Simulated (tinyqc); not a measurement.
Competing polymorphs of an oxide film: bulk, surface, grain-boundary, dopant and field terms: one step, computed by the program tinyqc. Command: `OMP_NUM_THREADS=1 python tinyqc.py 3000274 3000275 out.jsonl polymorph walk`. One thread of a shared host (Intel(R) Xeon(R) Processor @ 2.30GHz), about 0.01 s of CPU time with the checks.

Phases: monoclinic m (reference), polar orthorhombic o, tetragonal t. Free energies per formula unit (f.u.); 1 J/m^2 x angstrom^3/nm = 6.241509 meV.

Question. Crossing points. With G = b + gamma Omega A (b the bulk free energy per formula unit, A the area per volume), two phases i, j cross at A_ij = (b_j - b_i)/(Omega (gamma_i - gamma_j)); o has a window only if A_mo < A_ot.

Inputs (values chosen for the exercise, for a model oxide):

| quantity | value | unit |
|---|---|---|
| surface energy of m | 2.72 | J/m^2 |
| surface energy of o | 2.24 | J/m^2 |
| surface energy of t | 1.88 | J/m^2 |
| volume per formula unit Omega | 34.9 | angstrom^3 |
| temperature T | 300 | K |

b (meV/f.u.): m 0.00, o 25.03, t 67.85

Give: A_mo; A_ot; A_mt.

Answer.

A_mo = 0.23939 1/nm

A_ot = 0.54605 1/nm

A_mt = 0.37081 1/nm

o is lowest for A between 0.239 and 0.546 1/nm, m below and t above.
